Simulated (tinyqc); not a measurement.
# From exact junction depth back to drive-in temperature T2

Model: two-step dopant diffusion (predeposition and drive-in) with a constant diffusivity. Computed by tinyqc, a small Python program. Command: `OMP_NUM_THREADS=1 python tinyqc.py 3026335 3026336 out.jsonl dopdiff inv`. One thread of a shared host (Intel(R) Xeon(R) Processor @ 2.30GHz), about 0.2 s of CPU time with the checks.

Fick diffusion into a half space x > 0 whose background doping C_B is of the opposite type, so that a junction lies where C = C_B.

Inputs (values chosen for the exercise, modelled on aluminium in silicon):

| quantity | value | unit |
|---|---|---|
| prefactor D0 | 1.49 | cm^2/s |
| activation energy E | 3.39 | eV |
| surface concentration C_s | 3.8e+18 | 1/cm^3 |
| background doping C_B | 7.5e+15 | 1/cm^3 |
| predeposition temperature T1 | 975 | C |
| predeposition time t1 | 5 | min |
| drive-in time t2 | 90 | min |

Furnace ramps of the drive-in: none.

Constants: k_B = 8.617333262e-05 eV/K.

Method:
- D = D0 exp(-E/(k_B T)).
- Temperatures in kelvin are T(C) + 273.15.
- Times in seconds are 60 times the minutes.
- (Dt)2 = D2 t2, t2 in seconds.
- Exact two-step profile: C = (2 C_s/pi) int_0^alpha exp(-beta (1 + u^2))/(1 + u^2) du with alpha = sqrt(D1 t1/(Dt)2), beta = x^2/(4 (D1 t1 + (Dt)2)).
- The integral takes 48 Gauss-Legendre points; solve C(x) = C_B.

Problem. A run gave the result below. Find the drive-in temperature T2, known to lie between 1000 and 1200 C.

exact junction depth = 1.189197 um

Solution.

Each step takes the trial c = (a f_b - b f_a)/(f_b - f_a), f being the result less the target and a, b, c the logarithms of the listed values; c replaces end b, the old b replaces a if the sign of f changed, and otherwise f_a is halved.

Scan of the range:

| drive-in temperature T2 (C) | exact junction depth (um) |
|---|---|
| 1000 | 0.70813 |
| 1030 | 0.96058 |
| 1060 | 1.28238 |
| 1100 | 1.83693 |
| 1130 | 2.35861 |
| 1160 | 2.97781 |
| 1200 | 3.95585 |

False position (Illinois rule, in the logarithm of the input) inside the bracket:

| step | end a | end b | trial | exact junction depth (um) |
|---|---|---|---|---|
| 1 | 1030.00 | 1060.00 | 1051.22 | 1.18046 |
| 2 | 1060.00 | 1051.22 | 1051.97 | 1.18890 |
| 3 | 1060.00 | 1051.97 | 1052.02 | 1.18947 |
| 4 | 1051.97 | 1052.02 | 1052.00 | 1.18920 |
| 5 | 1052.02 | 1052.00 | 1052.00 | 1.18920 |

Exact junction depth rises at every point of a 13-point scan of the range (every second point is shown), so one value fits; it is bracketed by 1030 and 1060. Answer: drive-in temperature T2 = 1052 C.
